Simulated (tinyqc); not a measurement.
Ion-assisted plasma etching: sheath, surface coverage, synergy and aspect-ratio dependence. Changing the sticking coefficient s. Computed by tinyqc, a small Python program. Command: `OMP_NUM_THREADS=1 python tinyqc.py 3016109 3016110 out.jsonl etch sweep`. One thread of a shared host (Intel(R) Xeon(R) Processor @ 2.30GHz), about 0.01 s of CPU time with the checks.

Radicals adsorb on bare sites; ions remove covered sites with a high yield and bare sites by sputtering; a slow spontaneous reaction acts everywhere, walls included.

Inputs (values chosen for the exercise, close to those used for silicon in a halogen plasma):

| quantity | value | unit |
|---|---|---|
| plasma density n_e | 4.7e+11 | 1/cm^3 |
| electron temperature T_e | 3.6 | eV |
| ion mass M_i | 35.5 | u |
| sheath voltage V | 61 | V |
| radical density n | 4.9e+13 | 1/cm^3 |
| radical mass M_n | 35.5 | u |
| gas temperature T_g | 600 | K |
| radicals per removed unit x | 3 | - |
| yield slope b | 0.3 | eV^(-1/2) |
| threshold E_th | 12 | eV |
| sputter slope b_p | 0.02 | eV^(-1/2) |
| sputter threshold E_p | 37 | eV |
| spontaneous reaction probability k_c | 2.2e-05 | - |
| solid density N | 5e+22 | 1/cm^3 |
| ion temperature T_i | 0.62 | eV |
| aspect ratio A | 6.9 | - |

Feature: round hole.

Constants: e = 1.602176634e-19 C; u = 1.6605390666e-27 kg; k_B = 1.380649e-23 J/K; eps_0 = 8.8541878128e-12 F/m.

Method:
- Bohm speed u_B = sqrt(e T_e/M_i); ion flux G_i = 0.61 n_e u_B; radical flux G_n = n c/4 with c = sqrt(8 k_B T_g/(pi M_n)).
- Debye length lambda_D = sqrt(eps_0 T_e/(e n_s)) with n_s = 0.61 n_e, T_e in volts; Child-law sheath d = (sqrt2/3) lambda_D (2 V/T_e)^(3/4); ion energy E = V + T_e/2; angular spread = arctan(sqrt(T_i/E)).
- Yields: Y = b (sqrt(E) - sqrt(E_th)) on covered sites, Y_p = b_p (sqrt(E) - sqrt(E_p)) on bare ones (zero below threshold).
- Steady coverage: s G_n (1 - theta) = x Y G_i theta; removal flux = Y G_i theta + Y_p G_i (1 - theta) + k_c G_n; rate = flux/N, 1 cm/s = 6e8 nm/min.
- Lateral rate = k_c G_n/N; anisotropy = 1 - lateral/vertical; synergy = vertical/(ions alone + radicals alone), with ions alone Y_p G_i/N and radicals alone the lateral rate.
- Transmission of a round hole: K = 1/(1 + 3A/4), walls that scatter diffusely without loss. With a loss probability S = s (1 - theta) at the floor, G_b/G_n = K/(K + S - K S); theta follows G_b, and the two are solved together. Ions are taken to reach the floor unshadowed; G_b replaces G_n in every term of the rate; A is depth over diameter.

One run for each value:

| sticking coefficient s | vertical rate (nm/min) | coverage theta | floor rate over open-field rate | G_b/G_n |
|---|---|---|---|---|
| 0.010 | 67.77 | 0.01995 | 0.98033 | 0.95169 |
| 0.019 | 91.98 | 0.03723 | 0.95233 | 0.91327 |
| 0.072 | 218.84 | 0.12782 | 0.81450 | 0.74864 |
| 0.140 | 350.41 | 0.22177 | 0.71262 | 0.61885 |
| 0.270 | 536.51 | 0.35466 | 0.61378 | 0.47431 |
| 0.520 | 759.93 | 0.51419 | 0.53442 | 0.33479 |
| 1.000 | 978.91 | 0.67056 | 0.48047 | 0.21817 |

Give the missing row, sticking coefficient s = 0.037.

Computed row:
```
sticking coefficient s  vertical rate (nm/min)  coverage theta  floor rate over open-field rate  G_b/G_n
0.037                                   137.92         0.07004                          0.89782  0.84747
```

Interpolating between the two neighbouring rows (the first column on a logarithmic scale, the others too where they are positive) misses most in vertical rate (nm/min), by 2.9 %. Over the rows, vertical rate (nm/min) rises from 67.8 to 979 (exponent d ln y / d ln x 0.48 between the first rows and 0.39 between the last); coverage theta rises from 0.0199 to 0.671 (exponent d ln y / d ln x 0.97 between the first rows and 0.41 between the last); floor rate over open-field rate falls from 0.980 to 0.480 (exponent d ln y / d ln x -0.045 between the first rows and -0.16 between the last).

Caution (all rows): at this aspect ratio many ions strike the walls, so ion shadowing, left out here, adds to the lag.
